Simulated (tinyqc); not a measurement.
A short-path metal as competitor: size effects in the resistivity of thin metal films and interconnect lines. Computed by tinyqc, a small Python program. Command: `OMP_NUM_THREADS=1 python tinyqc.py 3001672 3001673 out.jsonl size walk`. One thread of a shared host (Intel(R) Xeon(R) Processor @ 2.30GHz), about 0.01 s of CPU time with the checks.

Electrons lose their drift at surfaces (a share 1 - p of the hits) and at grain boundaries (reflection R), besides bulk scattering. The line sits in a trench with a non-conducting liner on both walls and the bottom; the spacing equals the drawn width.

Inputs (values chosen for the exercise, modelled on aluminium):

| quantity | value | unit |
|---|---|---|
| bulk resistivity rho_b | 2.55 | microohm cm |
| bulk mean free path lambda | 19.9 | nm |
| specularity p | 0 | - |
| grain-boundary reflection R | 0.61 | - |
| grain size over metal width | 0.73 | - |
| aspect ratio (height over width) | 2.1 | - |
| liner thickness t | 1.5 | nm |
| competitor: rho_b relative to this metal | 4.4 | - |
| competitor: lambda relative to this metal | 0.26 | - |
| competitor: liner relative to t | 0.59 | - |

Geometry: line.

Method:
- Fuchs-Sondheimer film: rho_b/rho = 1 - (3/(2 kappa))(1 - p) int_0^1 (s - s^3)(1 - exp(-kappa/s))/(1 - p exp(-kappa/s)) ds, f = rho/rho_b, kappa = thickness/lambda, 80 Gauss-Legendre points.
- Line: the excess of a film of thickness w_m and of a film of thickness h_m are added, rho/rho_b = 1 + (f(w_m) - 1) + (f(h_m) - 1), an estimate that holds best when both sides exceed lambda.
- Mayadas-Shatzkes: alpha = (lambda/D) R/(1 - R); rho_b/rho = 1 - 3 alpha/2 + 3 alpha^2 - 3 alpha^3 ln(1 + 1/alpha).
- w_m = w - 2t, h_m = (aspect ratio) w - t, D = (ratio) w_m; rho = rho_b [1 + surface excess + grain excess].
- Effective resistivity rho (aspect ratio) w^2/(w_m h_m) for the metal with its liner, for the same metal without liner, and for a competitor with its own rho_b, lambda and liner, and for that competitor with the liner t; p, R, aspect and grain ratios are the same.

Effective resistivity (microohm cm):

| w (nm) | this metal | without liner | competitor | competitor, liner t |
|---|---|---|---|---|
| 200 | 3.55 | 3.474 | 12.44 | 12.55 |
| 100 | 4.60 | 4.379 | 13.69 | 13.93 |
| 50 | 6.92 | 6.190 | 16.30 | 16.94 |
| 30 | 10.53 | 8.613 | 20.07 | 21.56 |
| 20 | 16.05 | 11.639 | 25.35 | 28.55 |
| 14 | 25.25 | 15.512 | 33.22 | 40.17 |
| 10 | 42.86 | 20.639 | 46.03 | 62.30 |
| 7 | 89.76 | 28.255 | 71.87 | 120.71 |
| 5 | 254.83 | 38.301 | 125.45 | 323.10 |

The competitor wins below a width between 10.0 and 7.00 nm. In narrow lines rho scales as rho_b lambda/w, and the product rho_b lambda of the competitor is 1.14 times this metal's. At the narrowest width the liner costs this metal a factor 6.65. With the same liner the competitor wins nowhere in the table; at the narrowest width the thinner liner lowers it from 323 to 125. Rows with w - 2t below lambda stretch the additive estimate. Metal widths below about 5 nm are outside this semiclassical model.

Extremes, crossings and ranges named in words are read from the listed rows.
